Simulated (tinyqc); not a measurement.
## Doping and thickness from pinch-off voltage and conductance

Inverse problem. A uniform channel has Vp = q Nd a^2/(2 eps0 eps_r) and G0 = q mu Nd a W/L. Find a and Nd.

Inputs (values chosen for the exercise); material values close to those of indium phosphide: relative permittivity of the semiconductor eps_r = 12.6; low-field mobility at this doping mu = 2700 cm^2/(V s); gate length L = 0.5 um; gate width W = 50 um.

Constants: q = 1.602176634e-19 C, eps0 = 8.8541878128e-14 F/cm where lengths are in cm. Results are converted to the units shown.

Vp = 3.0244714 V
G0 = 101.22552 mS

Solution. G0 gives the product Nd a and Vp gives Nd a^2; their ratio is a.

a = 180.0 nm
Nd = 1.300e17 cm^-3

Numbers from tinyqc (`OMP_NUM_THREADS=1 python tinyqc.py 2500055 2500056 out.jsonl`; about 0.04 s on one thread of a shared Intel Xeon 2.30GHz).
